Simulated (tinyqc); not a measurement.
# Illuminated p-n diode, drift-diffusion by the Gummel loop with Scharfetter-Gummel fluxes: two studies

Abrupt junction at x = 0, p side from -Lp, n side to Ln, ohmic contacts. psi is counted from the intrinsic level; n = ni exp((psi - phin)/Vt), p = ni exp((phip - psi)/Vt). Contacts: p side psi = V - Vt ln(Na/ni), p = Na, n = ni^2/Na; n side psi = Vt ln(Nd/ni), n = Nd, p = ni^2/Nd. Constant mobilities, D = mu Vt, Boltzmann statistics, SRH recombination through a mid-gap level, U = (n p - ni^2)/(tp (n + ni) + tn (p + ni)). Current is positive from the p contact to the n contact.

Values chosen for this exercise; band and dielectric values close to those of silicon:
```
symbol    value        unit                                 meaning
T           300           K                             temperature
Eg         1.12          eV                                band gap
eps_r      11.6                               relative permittivity
Nc       2.8e19       cm^-3  conduction-band density of states at T
Nv      2.62e19       cm^-3     valence-band density of states at T
Na       1.8e17       cm^-3          acceptor density of the p side
Nd       8.2e16       cm^-3             donor density of the n side
mun         640  cm^2/(V s)                       electron mobility
mup         280  cm^2/(V s)                           hole mobility
tn        9e-10           s               SRH lifetime of electrons
tp        4e-10           s                   SRH lifetime of holes
Lp          5.7          um                    length of the p side
Ln          3.6          um                    length of the n side
```

Constants: q = 1.602176634e-19 C, kB = 1.380649e-23 J/K, Vt = kB T/q, eps0 = 8.8541878128e-14 F/cm where lengths are in cm. Results are converted to the units shown.

Each table varies one quantity; the others keep the values above.

## Current against voltage in the dark

ni = sqrt(Nc Nv) exp(-Eg/(2 Vt)), Eg in volts. Poisson and both continuity equations are solved self-consistently with Scharfetter-Gummel fluxes on a graded mesh of 500 nodes. J_scr is q times the integral of U between -xp and xn. Ideal diffusion current J_id = q ni^2 [Dn coth(wp/Le)/(Le Na) + Dp coth(wn/Lh)/(Lh Nd)] (exp(V/Vt) - 1), Le = sqrt(Dn tn), Lh = sqrt(Dp tp), wp = Lp - xp, wn = Ln - xn, with xp and xn from the depletion approximation (W = sqrt(2 eps0 eps_r (Vbi - V)(1/Na + 1/Nd)/q), xp = W Nd/(Na + Nd), xn = W Na/(Na + Nd), Vbi = Vt ln(Na Nd/ni^2)). Ideality factor = 0.004 V/(Vt ln[J(V + 0.004 V)/J(V)]). Here G = 0.

In this table G = 0 cm^-3 s^-1.

Results:
```
V (V)	J (A/cm^2)	ideality factor	J_scr/J (%)	J_id (A/cm^2)	share recombining at the contacts (%)	larger minority/doping at -xp and xn
0.17	3.52e-5	1.86	99.9	3.09e-8	7.07e-4	1.91e-11
0.24	1.49e-4	1.88	99.7	4.63e-7	0.00250	2.84e-10
0.31	6.33e-4	1.86	98.9	6.95e-6	0.00878	4.23e-9
0.38	0.00277	1.79	96.2	1.04e-4	0.0299	6.28e-8
0.45	0.0132	1.65	88.2	0.00156	0.0937	9.30e-7
0.58	0.440	1.23	45.9	0.239	0.426	1.37e-4
0.65	4.51	1.12	22.3	3.58	0.612	0.00196
0.72	47.9	1.26	9.25	53.7	0.755	0.0231
```

Estimate the missing row, V = 0.51 V.

Computed row:
```
V (V)	J (A/cm^2)	ideality factor	J_scr/J (%)	J_id (A/cm^2)	share recombining at the contacts (%)	larger minority/doping at -xp and xn
0.51	0.0585	1.46	72.7	0.0159	0.215	9.35e-6
```

With this row back in the table: J rises from 3.52e-5 to 47.9 A/cm^2; the ideality factor moves up and down between 1.12 and 1.88. Recombination in the depleted layer carries over half of the current up to V = 0.51 V, where the factor is 1.46; it grows roughly as exp(V/2 Vt), so diffusion overtakes it. Where the factor is lowest (V = 0.65 V), J is 26 % above the ideal diffusion current.

## Solar-cell figures against the uniform generation rate

Jsc = -J(0), collected share Jsc/(q G (Lp + Ln)), estimate q G [W + Le tanh(wp/2 Le) + Lh tanh(wn/2 Lh)] at V = 0 with Le = sqrt(Dn tn), Lh = sqrt(Dp tp), W, wp = Lp - xp and wn = Ln - xn from the depletion approximation; J(Voc) = 0; Vmp maximises -J V; FF = Pmax/(Jsc Voc).

Result of one run:
```
G (cm^-3 s^-1)	Jsc (mA/cm^2)	collected share (%)	estimate of Jsc (mA/cm^2)	Voc (V)	Vmp (V)	FF	Pmax (mW/cm^2)
2e19	0.598	20.1	0.600	0.306	0.223	0.592	0.108
```

What becomes of these results when the uniform generation rate G is changed from 2e19 to 1e20 cm^-3 s^-1, all else the same?

Result of the changed run:
```
G (cm^-3 s^-1)	Jsc (mA/cm^2)	collected share (%)	estimate of Jsc (mA/cm^2)	Voc (V)	Vmp (V)	FF	Pmax (mW/cm^2)
1e20	2.99	20.1	3.00	0.382	0.290	0.641	0.733
```

The whole series:
```
G (cm^-3 s^-1)	Jsc (mA/cm^2)	collected share (%)	estimate of Jsc (mA/cm^2)	Voc (V)	Vmp (V)	FF	Pmax (mW/cm^2)
3e17	0.00897	20.1	0.00900	0.106	0.0642	0.382	3.62e-4
1e18	0.0299	20.1	0.0300	0.162	0.105	0.455	0.00220
6e18	0.179	20.1	0.180	0.248	0.174	0.545	0.0243
2e19	0.598	20.1	0.600	0.306	0.223	0.592	0.108
1e20	2.99	20.1	3.00	0.382	0.290	0.641	0.733
```

As G rises from 3e17 to 1e20, the collected share stays near 20.1 %, Voc rises from 0.106 to 0.382 V and FF rises from 0.382 to 0.641. The estimate of Jsc is within 0.34 % in all rows. Voc gains 110 mV a decade of Jsc, an ideality of 1.84.

Numbers from tinyqc (`OMP_NUM_THREADS=1 python tinyqc.py 2240047 2240048 out.jsonl`; about 0.5 s on one thread of a shared Intel Xeon 2.30GHz).
